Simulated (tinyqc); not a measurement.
Equilibrium and kinetic segregation of a solute to boundaries and growing surfaces: one step, computed by the program tinyqc.

Task: Boundary energy. Gibbs adsorption for this isotherm in a dilute matrix: gamma = gamma_0 + Gam_0 [k_B T ln(1 - theta) + z w theta^2/2], Gam_0 = delta/Omega sites per area.

Inputs (values chosen for the exercise, for a model alloy):

| quantity | value | unit |
|---|---|---|
| interaction z w (positive attracts) | 0.0066 | eV |
| temperature T | 1025 | K |
| boundary thickness delta | 0.66 | nm |
| atomic volume Omega | 13.6 | angstrom^3 |
| clean boundary energy gamma_0 | 0.56 | J/m^2 |

Isotherm: Fowler-Guggenheim.

coverage theta = 0.2701144

Constants: 1 eV/angstrom^2 = 16.02176634 J/m^2; k_B = 8.617333262e-05 eV/K.

Give: Gam_0; boundary energy gamma.

Result:

Gam_0 = 48.53 1/nm^2

boundary energy gamma = 0.3456 J/m^2

Segregation lowers gamma by 38 %, and the driving force of grain growth with it. Caution: so much solute in the grains may exceed the solubility and is no longer dilute.
